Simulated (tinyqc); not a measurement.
Penn model of the dielectric constant and Phillips ionicity: one step. Penn gap from the dielectric constant. Three cases, with inputs chosen for the exercise.

Question. Start with S = 1 and repeat Eg = Ep sqrt(S/(ei - 1)) until Eg changes by less than 1e-6 eV.

n = 32/a^3; Ep^2 = 8 pi c e2 n with c = hbar^2/2m0, e2 = e^2/(4 pi eps0); EF = c (3 pi^2 n)^(2/3); eps = 1 + (Ep/Eg)^2 S with S = 1 - Eg/(4 EF) + (Eg/(4 EF))^2/3, Eg the Penn gap. Core d shells are left out.

Case 1.

Values chosen (out of a larger set: near those of Ge; not measured data): ei = 16.4 (high-frequency dielectric constant).

Ep = 15.67827 eV
EF = 11.55025 eV

Case 2.

Values chosen (out of a larger set: near those of GaN; not measured data): ei = 5.26 (high-frequency dielectric constant).

Ep = 22.16696 eV
EF = 18.32886 eV

Case 3.

Values chosen (out of a larger set: near those of InSb; not measured data): ei = 15.83 (high-frequency dielectric constant).

Ep = 12.68713 eV
EF = 8.70987 eV

Give: Iterations; Penn gap Eg.

Answer.

Case 1.

Iterations:
```
step,Eg in (eV),S,Eg out (eV)
1,3.9952,0.9160,3.8238
2,3.8238,0.9195,3.8311
3,3.8311,0.9194,3.8307
4,3.8307,0.9194,3.8308
5,3.8308,0.9194,3.8308
```

Penn gap Eg = 3.831 eV

The factor S lowers the gap by 0.164 eV from the first estimate. The Penn gap is a mean bonding-antibonding separation, near the main peak of eps2, not the smallest gap.

Case 2.

Iterations:
```
step,Eg in (eV),S,Eg out (eV)
1,10.7399,0.8607,9.9636
2,9.9636,0.8703,10.0190
3,10.0190,0.8696,10.0151
4,10.0151,0.8696,10.0153
5,10.0153,0.8696,10.0153
6,10.0153,0.8696,10.0153
7,10.0153,0.8696,10.0153
```

Penn gap Eg = 10.015 eV

The factor S lowers the gap by 0.725 eV from the first estimate. The Penn gap is a mean bonding-antibonding separation, near the main peak of eps2, not the smallest gap.

Case 3.

Iterations:
```
step,Eg in (eV),S,Eg out (eV)
1,3.2945,0.9084,3.1400
2,3.1400,0.9126,3.1472
3,3.1472,0.9124,3.1469
4,3.1469,0.9124,3.1469
5,3.1469,0.9124,3.1469
```

Penn gap Eg = 3.147 eV

The factor S lowers the gap by 0.148 eV from the first estimate. The Penn gap is a mean bonding-antibonding separation, near the main peak of eps2, not the smallest gap.

Computed by tinyqc, one run a case: `OMP_NUM_THREADS=1 python tinyqc.py N N+1 out.jsonl` with N = 1652740, 1652758, 1652785; one thread of a shared Intel(R) Xeon(R) Processor @ 2.30GHz, about 0.01 s a run at most.
